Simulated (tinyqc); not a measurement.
Band edges of strained Si(1-x)Ge(x) on relaxed Si(1-y)Ge(y), step by step. Values are carried at full precision from step to step, so a last printed digit may differ when a step is redone from the rounded ones.

Values are linear in the Ge fraction but for ED(x) = linear - CD x (1 - x) and a(x) = linear - Ca x (1 - x). Energies are on the common scale of Ev.

Inputs chosen for the exercise (end members near Si and Ge, in this order; shifted at random, so the results belong to these values and not to a real crystal):
- a = (5.429, 5.653) angstrom (lattice constant)
- Dso = (0.043, 0.291) eV (spin-orbit splitting)
- av = (2.49, 1.25) eV (valence hydrostatic potential)
- b = (-2.12, -2.57) eV (tetragonal shear potential)
- d = (-4.74, -5.29) eV (trigonal shear potential)
- C11 = (166.8, 128.9) GPa
- C12 = (63.5, 47.6) GPa
- C44 = (79.5, 67.2) GPa
- Ev = (0, 0.71) eV (top of the unstrained valence band)
- ED = (1.176, 0.912) eV (gap to the Delta valleys)
- EL = (2.023, 0.743) eV (gap to the L valleys)
- aD = (1.85, 1.34) eV (hydrostatic potential of the Delta gap)
- aL = (-2.99, -2.91) eV (hydrostatic potential of the L gap)
- XuD = (9.5, 9.63) eV (uniaxial potential, Delta)
- XuL = (16.66, 15.4) eV (uniaxial potential, L)
- CD = 0.185 eV (bowing of the Delta gap)
- Ca = 0 angstrom (bowing of the lattice constant)
- x = 0.72 (Ge fraction of the layer)
- y = 0.86 (Ge fraction of the relaxed buffer)
- face = 001 (growth face)

## Values of the layer and the buffer

Interpolate at x and at y.

Interpolated values (a in angstrom, C11, C12, C44 in GPa, all else in eV):

| symbol | layer | buffer |
|---|---|---|
| a | 5.59028 | 5.62164 |
| Dso | 0.22156 | 0.25628 |
| av | 1.59720 | 1.42360 |
| b | -2.44400 | -2.50700 |
| d | -5.13600 | -5.21300 |
| C11 | 139.51200 | 134.20600 |
| C12 | 52.05200 | 49.82600 |
| C44 | 70.64400 | 68.92200 |
| Ev | 0.51120 | 0.61060 |
| ED | 0.94862 | 0.92669 |
| EL | 1.10140 | 0.92220 |
| aD | 1.48280 | 1.41140 |
| aL | -2.93240 | -2.92120 |
| XuD | 9.59360 | 9.61180 |
| XuL | 15.75280 | 15.57640 |

## Strain of the layer on a (001) buffer

Coherent growth on a (001) face: e_par = (a(y) - a(x))/a(x), e_perp = -2 (C12/C11) e_par; exx = eyy = e_par, ezz = e_perp, no shear.

Use the elastic constants of the layer.

e_par = 0.005610
e_perp = -0.004186

strain tensor in the cubic axes:
```
          x         y          z
x  0.005610  0.000000   0.000000
y  0.000000  0.005610   0.000000
z  0.000000  0.000000  -0.004186
```

The layer is under tension in the plane; its volume changes by +0.703 %.

## Conduction valleys of the layer

A valley with unit axis u lies at Ev + gap + (av + a_valley) tr(e) + Xu (u.e.u - tr(e)/3); the Delta axes are x, y, z and the L axes [111], [1-1-1], [-11-1], [-1-11]. The second-order shift of the Delta valleys under shear is left out; it lowers the pair normal to the sheared plane by tens of meV at a shear of 1 %.

Give the hydrostatic shifts, the uniaxial shifts and the edges.

hydrostatic shifts of Delta and L (eV): 0.0217  -0.0094

uniaxial shifts (eV): Delta x 0.0313, Delta y 0.0313, Delta z -0.0627, L [111] 0.0000, L [1-1-1] 0.0000, L [-11-1] 0.0000, L [-1-11] 0.0000

valley edges (eV): Delta x 1.5128, Delta y 1.5128, Delta z 1.4188, L [111] 1.6032, L [1-1-1] 1.6032, L [-11-1] 1.6032, L [-1-11] 1.6032

The lowest set is Delta2 (the digit counts whole valleys) at 1.4188 eV; the Delta valleys spread over 94 meV and the L valleys over 0 meV.

## Valence edges of the layer

Valence edges: Ev plus the levels of the 6 x 6 matrix of X, Y, Z times spin with -Dso/3 + l exx + m (eyy + ezz) on the diagonal (cyclic), n exy off it, l = av + 2 b, m = av - b, n = sqrt(3) d. Spin-orbit term (Dso/3) L.sigma on X, Y, Z with (L_k)_ij = -i epsilon_kij: <X+|H|Y+> = -i Dso/3, <X+|H|Z-> = Dso/3, <Y+|H|Z-> = -i Dso/3, <Z+|H|X-> = -Dso/3, <Z+|H|Y-> = i Dso/3, <X-|H|Y-> = i Dso/3, and their conjugates; + and - are the spin along z.

Give the strain block and the three twofold edges.

strain block (eV), lower triangle:
```
         X        Y       Z
X  -0.0127
Y        0  -0.0127
Z        0        0  0.0591
```

edges from the top (eV): 0.5510  0.4985  0.2963

The top two edges are split by 52 meV.

## Gap and offsets against the buffer

Buffer: Ev(y) and Ec = Ev(y) + min(ED, EL). dEc = Ec(buffer) - Ec(layer), dEv = Ev(layer) - Ev(buffer); positive values confine the carrier in the layer; type I if both have one sign.

gap of the strained layer = 0.8679 eV
gap of the buffer = 0.9222 eV
dEc = 0.1140 eV
dEv = -0.0596 eV

Type II: electrons collect in the layer (114 meV) and holes in the buffer (60 meV). The relaxed layer would have a gap of 0.949 eV, so strain has moved it by -81 meV.

## Checks

- Mean of the three Delta edges against the hydrostatic shift alone (eV): both 1.48149.

tinyqc: `OMP_NUM_THREADS=1 python tinyqc.py 1050746 1050747 out.jsonl`; about 0.01 s, one thread, shared Intel(R) Xeon(R) Processor @ 2.30GHz.
